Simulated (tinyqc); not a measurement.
Worked calculation: field-effect mobility of a thin-film transistor with band-tail and deep states (multiple trapping). Computed by tinyqc, a small Python program that keeps every step. Command: `OMP_NUM_THREADS=1 python tinyqc.py 3026004 3026005 out.jsonl tft walk`. One thread of a shared host (Intel(R) Xeon(R) Processor @ 2.30GHz), about 0.05 s of CPU time with the checks. Intermediate numbers are printed to about 6 digits and carried at full precision; extremes and crossings named in words are read from the listed rows.

A thick film in accumulation at small drain voltage. Only free electrons move; trapped ones still screen the gate. N_c and mu_0 are held fixed when T changes, leaving out the T^(3/2) growth of N_c. x = E_0 - psi is the distance of the Fermi level below the band edge.

Inputs (values chosen for the exercise, modelled on an amorphous In-Ga-Zn oxide): permittivity eps = 11.5; effective density of states N_c = 5.1e+18 1/cm^3; band mobility mu_0 = 15 cm^2/(V s); tail density at the edge g_t = 1.2e+19 1/(eV cm^3); tail width E_t = 27 meV; deep-state density g_d = 2.2e+15 1/(eV cm^3); flat-band Fermi level below the edge, E_0 = 0.57 eV; equivalent oxide thickness t = 80 nm; surface band bending psi_s as a fraction of E_0 = 0.8; temperature T = 250 K.

Deep states: included.

Constants: k_B = 8.617333262e-05 eV/K; e = 1.602176634e-19 C; eps_0 = 8.8541878128e-12 F/m.

## Free and trapped densities

F_j(eta) = int_0^infinity x^j/(1 + exp(x - eta)) dx, without a gamma-function factor. Integrals over x = E/(k_B T) use 160 Gauss-Legendre points in u = sqrt(x) from 0 to sqrt(max(eta, 0) + 32). Free n(x) = N_c (2/sqrt(pi)) F_1/2(-x/k_B T), with F_1/2 from its two-term series in exp(-x/k_B T) for x >= 12 k_B T; tail n_t(x) = int_0^1.2eV g_t exp(-E/E_t)/(1 + exp((x - E)/k_B T)) dE, E counted down from the edge, 120 Gauss-Legendre points; deep charge g_d psi; space charge rho(psi) = n + n_t + g_d psi less its value at psi = 0.

Local densities at x = 0.4, 0.3, 0.2, 0.15, 0.1, 0.05, 0 and -0.05 eV:
```
x (eV)   n (1/cm^3)  n_t (1/cm^3)  n/(n + n_t)
0.40    4.40479e+10   4.93054e+11     0.082010
0.30    4.56916e+12   1.93192e+13     0.191271
0.20    4.73951e+14   7.11958e+14     0.399652
0.15    4.82567e+15   4.08318e+15     0.541672
0.10    4.89986e+16   2.14180e+16     0.695838
0.05    4.84234e+17   9.12861e+16     0.841385
0.00    3.90225e+18   2.34231e+17     0.943374
-0.05   1.69057e+19   3.10713e+17     0.981953
```

E_t/k_B T = 1.25: deep in the tail n_t follows exp(-x/E_t), more slowly than n, so the free share grows as the Fermi level rises.

## One gate voltage

Poisson: F(psi) = sqrt((2 e/(eps eps_0)) int_0^psi rho dpsi'); V_G - V_FB = psi_s + eps F(psi_s) t/3.9; free sheet density N_f = int (n - n(E_0))/F dpsi; induced sheet density N_i = eps eps_0 F(psi_s)/e; trapezoid rule on 301 even points in psi, the first interval left out of N_f. mu_eff = mu_0 N_f/N_i; field-effect mobility mu_FE = mu_0 e (dN_f/dV_G)/C_ox and swing S = dV_G/dlog10(N_f), by a central difference of +/- 2 mV in psi_s; C_ox = 3.9 eps_0/t.

surface field = 19.3124 kV/cm

V_G - V_FB = 0.911574 V

free sheet density N_f = 4.00752e+10 1/cm^2

induced sheet density N_i = 1.22736e+11 1/cm^2

effective mobility mu_eff = 4.89773 cm^2/(V s)

field-effect mobility mu_FE = 8.45164 cm^2/(V s)

swing S = 608.187 mV/decade

33 % of the induced charge is free. mu_FE exceeds mu_eff because the free share is still growing with V_G. The swing is 12.26 times the ideal ln(10) k_B T/e. Caution: the band bending extends over more than 0.2 micrometre, deeper than most thin films, so the thick-film assumption is doubtful.

## Transfer curve

The formulas are those given above.

Against the band bending:
```
psi_s (V)  V_G - V_FB (V)  N_f (1/cm^2)  mu_eff (cm^2/(V s))  mu_FE (cm^2/(V s))  S (mV/decade)
0.20               0.2878   1.17358e+06          7.44010e-04         1.84297e-03    8.17328e+01
0.28               0.4035   3.27541e+07          1.47612e-02         5.29434e-02    7.94108e+01
0.35               0.5112   6.45630e+08          2.22932e-01         8.93603e-01    9.27339e+01
0.41               0.6513   7.62299e+09          1.75859e+00         4.74959e+00    2.05924e+02
0.46               0.9481   4.57057e+10          5.21411e+00         8.73336e+00    6.71251e+02
0.50               1.5430   1.54558e+11          8.25024e+00         1.12017e+01    1.76957e+03
0.54               2.9067   4.56072e+11          1.07291e+01         1.30627e+01    4.47726e+03
0.58               5.8108   1.17328e+12          1.24885e+01         1.41789e+01    1.06089e+04
0.63              12.3427   2.87487e+12          1.36660e+01         1.46811e+01    2.51023e+04
```

The steepest swing among the rows is 79 mV/decade, close to the estimate for deep states alone, ln(10)(k_B T/e)(1 + sqrt(e eps eps_0 g_d)/C_ox) = 71. mu_eff climbs from 7.4e-4 to 14, 91 % of mu_0 in the last row. Between rows 6 and 7 N_f scales as (V_G - V_FB - psi_s)^1.32; an exponential tail holding all the charge would give the larger of 1 and 2 E_t/k_B T - 1, here 1.51, and free charge alone 1; charge in deep states makes the exponent larger and lets it vary with V_G.

Checks made by the program: tail integral against adaptive quadrature (relative difference below 1e-10).
